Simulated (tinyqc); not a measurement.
MOSFET in the linear regime without short-channel effects, parameter extraction from computed curves: two steps of the calculation.

Inversion charge Q = Cox n Vt W0(exp((Vg - VT)/(n Vt))), W0 the Lambert function and n = nf; u = Q/Cox; mobility mu = mu0/(1 + th1 u + th2 u^2); channel resistance Rch = (L - dL)/(W mu Q); Id = Vd/(Rch + Rsd/W). Cox = eps0 eox/tox. Small Vd, no channel-length or drain effects.

Inputs (values chosen for the exercise); channel values of the order met in silicon transistors: temperature T = 300 K; relative permittivity of the gate insulator (close to silicon dioxide) eox = 3.9; insulator thickness tox = 7.4 nm; low-field mobility mu0 = 360 cm^2/(V s); first mobility attenuation factor th1 = 0.15 1/V; second mobility attenuation factor th2 = 0 1/V^2; threshold voltage VT = 0.4 V; body factor nf = 1.1; gate width W = 10 um; drawn gate length L = 0.095 um; drawn less effective length dL = 0.005 um; source plus drain resistance Rsd = 270 ohm um; drain voltage Vd = 0.025 V.

Constants: q = 1.602176634e-19 C, kB = 1.380649e-23 J/K, Vt = kB T/q, eps0 = 8.8541878128e-14 F/cm where lengths are in cm. Results are converted to the units shown.

Problem 1. Transfer curve. u, mu, Rch and Id as defined.

| point | Vg (V) |
|---|---|
| 0 | 0.2 |
| 1 | 0.3 |
| 2 | 0.4 |
| 3 | 0.5 |
| 4 | 0.6 |
| 5 | 0.7 |
| 6 | 0.8 |
| 7 | 0.9 |
| 8 | 1 |

Wanted: u; mu; Rch; Id.

Solution 1.

| point | u (V) | mu (cm^2/(V s)) | Rch (ohm) | Id (uA) |
|---|---|---|---|---|
| 0 | 2.5066e-5 | 360.00 | 2.1373e6 | 0.011697 |
| 1 | 8.2063e-4 | 359.96 | 65292 | 0.38273 |
| 2 | 0.016128 | 359.13 | 3329.9 | 7.4474 |
| 3 | 0.073137 | 356.09 | 740.56 | 32.571 |
| 4 | 0.15228 | 351.96 | 359.85 | 64.625 |
| 5 | 0.23941 | 347.52 | 231.81 | 96.596 |
| 6 | 0.33027 | 343.01 | 170.25 | 126.74 |
| 7 | 0.42321 | 338.51 | 134.63 | 154.68 |
| 8 | 0.51750 | 334.07 | 111.56 | 180.42 |

Problem 2. The Y function. Y_i = Id_i/sqrt(gm_i). For Id = beta Vd x/(1 + th x), x = Vg - VT, Y = sqrt(beta Vd) x whatever th. Slope s from points 4 and 7; VT_Y = Vg - Y/s at point 7; beta = s^2/Vd; mobility beta L/(W Cox) with the drawn L; th* = (beta Vd x/Id - 1)/x at point 7.

| point | Vg (V) | Id (uA) |
|---|---|---|
| 0 | 0.2 | 0.011696811 |
| 1 | 0.3 | 0.38273412 |
| 2 | 0.4 | 7.4473992 |
| 3 | 0.5 | 32.570838 |
| 4 | 0.6 | 64.624739 |
| 5 | 0.7 | 96.596245 |
| 6 | 0.8 | 126.74120 |
| 7 | 0.9 | 154.67832 |
| 8 | 1 | 180.42357 |

| point | gm (uS) |
|---|---|
| 1 | 37.178512 |
| 2 | 160.94052 |
| 3 | 285.88670 |
| 4 | 320.12704 |
| 5 | 310.58228 |
| 6 | 290.41038 |
| 7 | 268.41187 |

Give: Y; s; VT_Y; beta; mobility from Y; th*.

Solution 2.

| point | Y (uA^0.5 V^0.5) |
|---|---|
| 1 | 0.062770 |
| 2 | 0.58705 |
| 3 | 1.9263 |
| 4 | 3.6119 |
| 5 | 5.4812 |
| 6 | 7.4372 |
| 7 | 9.4412 |

s = 19.431 uA^0.5 V^-0.5
VT_Y = 0.41412 V
beta = 15103 uA/V^2
mobility from Y = 307.46 cm^2/(V s)
th* = 0.38287 1/V

The mobility from Y is 19 % below mu0 L/(L - dL) = 380 cm^2/(V s), which it should reach in deep inversion when th2 = 0.

Program tinyqc, `OMP_NUM_THREADS=1 python tinyqc.py 2210035 2210036 out.jsonl`; Intel Xeon 2.30GHz, shared host, one thread, about 0.01 s.
